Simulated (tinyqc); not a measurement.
Threshold switch as oscillator and as selector in a crossbar: one step of the calculation.

Off state: I = Ith sinh(V/V0)/sinh(Vth/V0) up to Vth. On state: V = Vh + I Ron down to the holding current Ih, at Vl = Vh + Ih Ron. Switching is instantaneous.

Task. Relaxation oscillation. With a load RL from Vs and C across the switch, it oscillates if the load line misses both branches: (Vs - Vl)/Ih < RL < (Vs - Vth)/Ith. Charging without leakage takes RL C ln[(Vs - Vl)/(Vs - Vth)]; discharging takes (RL || Ron) C ln[(Vth - Ve)/(Vl - Ve)], Ve = (Vs Ron + Vh RL)/(Ron + RL).

Inputs (values chosen for the exercise); values of the order of Ge-Sb-Te and related chalcogenides:
```
symbol,value,unit,meaning
Vth,2.8,V,threshold voltage
Vh,1.09,V,holding voltage
Ron,0.65,kohm,on-state resistance
Ith,0.71,uA,current at threshold
Ih,49,uA,holding current
C,210,fF,capacitance across the switch
Vs,4.45,V,supply voltage
RL,140,kohm,load resistance
```

Wanted: Vl; smallest RL; largest RL; charging time; Ve; discharging time; frequency.

Result.

Vl = 1.1219 V
smallest RL = 67.921 kohm
largest RL = 2323.9 kohm
charging time = 20.628 ns
Ve = 1.1055 V
discharging time = 0.63079 ns
frequency = 47.039 MHz

With the off-state leakage included the charging takes 20.81 ns, 0.88 % above this value.

Range of the model: Delay times, drift of Vth and line resistance are left out.

Computed by the program tinyqc: `OMP_NUM_THREADS=1 python tinyqc.py 2490012 2490013 out.jsonl`, one thread of a shared Intel Xeon 2.30GHz, about 0.01 s for the whole run.
